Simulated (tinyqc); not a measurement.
Inside a calculation. Method: plane-wave Kohn-Sham cycle with exchange-only LDA in a layered model solid. One step of it, computed by the program tinyqc.

Problem. Iteration 1: levels at that k. Diagonalise the Hermitian matrix.

H (hartree), order -3, -2, -1, +0, +1, +2, +3:
```
[[3.079884, -0.360000, 0.000000, 0.000000, 0.000000, 0.000000, 0.000000],
 [-0.360000, 1.227828, -0.360000, 0.000000, 0.000000, 0.000000, 0.000000],
 [0.000000, -0.360000, 0.116595, -0.360000, 0.000000, 0.000000, 0.000000],
 [0.000000, 0.000000, -0.360000, -0.253816, -0.360000, 0.000000, 0.000000],
 [0.000000, 0.000000, 0.000000, -0.360000, 0.116595, -0.360000, 0.000000],
 [0.000000, 0.000000, 0.000000, 0.000000, -0.360000, 1.227828, -0.360000],
 [0.000000, 0.000000, 0.000000, 0.000000, 0.000000, -0.360000, 3.079884]]
```

Give: eigenvalues.

Solution.

eigenvalues (hartree): [-0.6347, 0.0067, 0.3711, 1.2688, 1.2852, 3.1489, 3.1489]
